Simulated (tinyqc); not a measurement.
From results back to parameters: four-band model of biased bilayer graphene near K. Two cases, with inputs chosen for the exercise.

Problem. With g1 the hopping between the dimer sites, v0 the velocity of one layer (hbar v) and no skew hoppings, the direct gap at K is U and the smallest gap is U g1/sqrt(U^2 + g1^2), on a ring of radius (U/2 v0) sqrt((2 g1^2 + U^2)/(g1^2 + U^2)). The values below come from hidden g1 and v0.

Find: g1; v0.

Method. 1/gap^2 = 1/U^2 + 1/g1^2 gives g1; the radius then gives v0.

Case 1.

Values chosen (out of a larger set: near those used for Bernal bilayer graphene; not measured data): U = 0.06 eV (potential difference of the layers).

smallest gap = 0.0592263 eV
radius = 0.0066621 1/angstrom

Solution.

g1 = 0.370 eV
v0 = 6.327 eV angstrom

Case 2.

Values chosen (out of a larger set: near those used for Bernal bilayer graphene; not measured data): U = 0.35 eV (potential difference of the layers).

smallest gap = 0.2431338 eV
radius = 0.0313537 1/angstrom

Solution.

g1 = 0.338 eV
v0 = 6.796 eV angstrom

Computed by tinyqc, one run a case: `OMP_NUM_THREADS=1 python tinyqc.py N N+1 out.jsonl` with N = 1482571, 1482678; one thread of a shared Intel(R) Xeon(R) Processor @ 2.30GHz, about 0.07 s a run at most.
